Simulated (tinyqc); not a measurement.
## Gate sheet resistance from two finger widths

Inverse problem. At low frequency R = Rsh Wf/(3 L) + B/Wf, where B collects the channel and vertical terms. Find Rsh, B and the width of lowest R.

Parameters, values chosen for the exercise:
- L = 0.29 um (channel length)

input resistance of single fingers, contacted at one end, of width 2 and 4.9 um (ohm): 89.482759  106.93174

Solution. R Wf is a straight line in Wf^2; the minimum of R lies where both terms are equal.

Rsh = 15.0 ohm/square
B = 110 ohm um
width of lowest R = 2.53 um

Program tinyqc, `OMP_NUM_THREADS=1 python tinyqc.py 2262068 2262069 out.jsonl`; Intel Xeon 2.30GHz, shared host, one thread, about 0.01 s.
